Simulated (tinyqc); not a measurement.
How far the fits carry: temperature and isotope dependence of a band gap in oscillator models.

E(T) = E0 - sum_i sl_i th_i n_i(T), n = 1/(exp(th/T) - 1). The same coupling lowers the gap at 0 K by the zero-point term ZP = sum_i sl_i th_i/2, so the gap of the static lattice is E0 + ZP. Thermal expansion is taken as part of the slopes.

Two-parameter forms are made to pass through the falls at the two temperatures T12: Varshni aV T^2/(T + bV), from the line T^2/fall = (T + bV)/aV; one oscillator s1 t1/(exp(t1/T) - 1), with t1 from the ratio of the falls.

Values chosen for the exercise (near those of GaAs; not measured data): E0 = 1.513 eV (gap at 0 K); th = (81, 322) K (temperatures of two oscillators); sl = (0.1196, 0.3404) meV/K (their high-temperature slopes); T12 = (110, 220) K (temperatures of the fits).

Falls of the gap from E0, and errors of the two fits against the model.

Results:

| T (K) | fall (meV) | Varshni - model (meV) | one oscillator - model (meV) | fall/ZP |
|---|---|---|---|---|
| 20 | 0.17 | 0.37 | -0.17 | 0.003 |
| 50 | 2.57 | 0.74 | -1.27 | 0.043 |
| 100 | 12.32 | 0.27 | -0.23 | 0.207 |
| 200 | 46.79 | -0.74 | 0.27 | 0.784 |
| 300 | 88.19 | 7.16 | -1.73 | 1.479 |
| 400 | 131.79 | 25.23 | -4.70 | 2.209 |
| 600 | 221.34 | 86.58 | -11.70 | 3.711 |
| 800 | 312.10 | 173.00 | -19.26 | 5.232 |

Below the first fit point the largest errors are +0.74 meV (Varshni, 50 K, on a fall of 2.57 meV) and -1.27 meV (one oscillator, 50 K); a T^2 law cannot freeze out; a single oscillator misses the soft modes. At 800 K, beyond the second fit point, they are +173.0 and -19.3 meV, so the oscillator extrapolates better here. The thermal fall equals ZP between 200 and 300 K.

Program tinyqc; command `OMP_NUM_THREADS=1 python tinyqc.py 1850871 1850872 out.jsonl`; about 0.01 s on one thread of a shared Intel(R) Xeon(R) Processor @ 2.30GHz.
